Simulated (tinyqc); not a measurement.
# Well width from the intersubband spacing

Question. In an empty well of width L and depth Vb, level k solves kw L/2 = (k - 1) pi/2 + arctan(sqrt((mw/mb)(Vb - E)/E)) with kw = sqrt(mw E/C), C = hbar^2/(2 m0). Find L, E1 and E2 from the spacing.

Inputs (values chosen for the exercise); material values close to those of In0.53Ga0.47As in InP: mass along z in the well mw = 0.0415 m0; mass along z in the barriers mb = 0.0817 m0; barrier height Vb = 0.252 eV.

Constants: q = 1.602176634e-19 C, hbar = 1.054571817e-34 J s, m0 = 9.1093837015e-31 kg, hbar^2/(2 m0) = 0.0380998212 eV nm^2. Results are converted to the units shown.

E2 - E1 = 46.944728 meV

Answer. Both levels are solved for trial widths until their difference matches. A second level is bound only for L above 6.00 nm, and over that range one width gives this spacing.

L = 18.9 nm
E1 = 15.5 meV
E2 = 62.4 meV

Numbers from tinyqc (`OMP_NUM_THREADS=1 python tinyqc.py 2140051 2140052 out.jsonl`; about 0.2 s on one thread of a shared Intel Xeon 2.30GHz).
